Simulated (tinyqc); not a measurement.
What each parameter does: alloy A(1-x)B(x) by interpolation with bowing.

Each gap follows E(x) = (1 - x) E_A + x E_B - C x (1 - x); the lattice constant follows Vegard, a(x) = (1 - x) a_A + x a_B.

Mass at Gamma from the Kane formula 1/m = F + Ep (Eg + 2 Dso/3)/(Eg (Eg + Dso)). F is fixed by the masses of A and B and interpolated linearly, as is Ep; Eg and Dso carry their bowing.

Inputs chosen for the exercise (A near InP, B near GaP; the results hold for these values, not for the real material):
- Eg = (1.41, 2.925) eV (gap at Gamma to the s-like level of A, B)
- EgX = (2.396, 2.365) eV (gap to the lowest valley along Gamma-X of A, B)
- EgL = (1.989, 2.686) eV (gap to L of A, B)
- C = (0.616, 0.209, 0.996) eV (bowing of the Gamma, X and L gaps)
- x = 0.56 (fraction of B)
- Dso = (0.109, 0.08) eV (spin-orbit splitting of A, B)
- Ep = (20.7, 31) eV (Kane energy of A, B)
- me = (0.079, 0.1306) m0 (electron mass at Gamma of A, B)
- Cs = 0 eV (bowing of Dso)

Gaps at x and the Kane mass.

One parameter was then changed.

Results before and after:

| case | Gamma (eV) | X (eV) | L (eV) | mass (m0) |
|---|---|---|---|---|
| base | 2.1066 | 2.3271 | 2.1339 | 0.0994 |
| changed | 2.1374 | 2.3271 | 2.1339 | 0.0983 |

Which of these changes was made? (a) EgX = (2.396, 2.247) eV; (b) Eg = (1.48, 2.925) eV; (c) EgL = (1.89, 2.686) eV; (d) C = (0.716, 0.309, 1.096) eV; (e) Cs = 0.05 eV; (f) x = 0.52; (g) Ep = (22.8, 34.1) eV.

Answer: (b) Eg = (1.48, 2.925) eV. Of the candidates, run in turn, only this one gives the changed row.

All candidates:

| case | Gamma (eV) | X (eV) | L (eV) | mass (m0) |
|---|---|---|---|---|
| base | 2.1066 | 2.3271 | 2.1339 | 0.0994 |
| x = 0.52 | 2.0440 | 2.3277 | 2.1028 | 0.0973 |
| C = (0.716, 0.309, 1.096) eV | 2.0820 | 2.3025 | 2.1093 | 0.0980 |
| Eg = (1.48, 2.925) eV | 2.1374 | 2.3271 | 2.1339 | 0.0983 |
| EgX = (2.396, 2.247) eV | 2.1066 | 2.2611 | 2.1339 | 0.0994 |
| EgL = (1.89, 2.686) eV | 2.1066 | 2.3271 | 2.0903 | 0.0994 |
| Ep = (22.8, 34.1) eV | 2.1066 | 2.3271 | 2.1339 | 0.0993 |
| Cs = 0.05 eV | 2.1066 | 2.3271 | 2.1339 | 0.0992 |

Program tinyqc; command `OMP_NUM_THREADS=1 python tinyqc.py 1051566 1051567 out.jsonl`; about 0.01 s on one thread of a shared Intel(R) Xeon(R) Processor @ 2.30GHz.
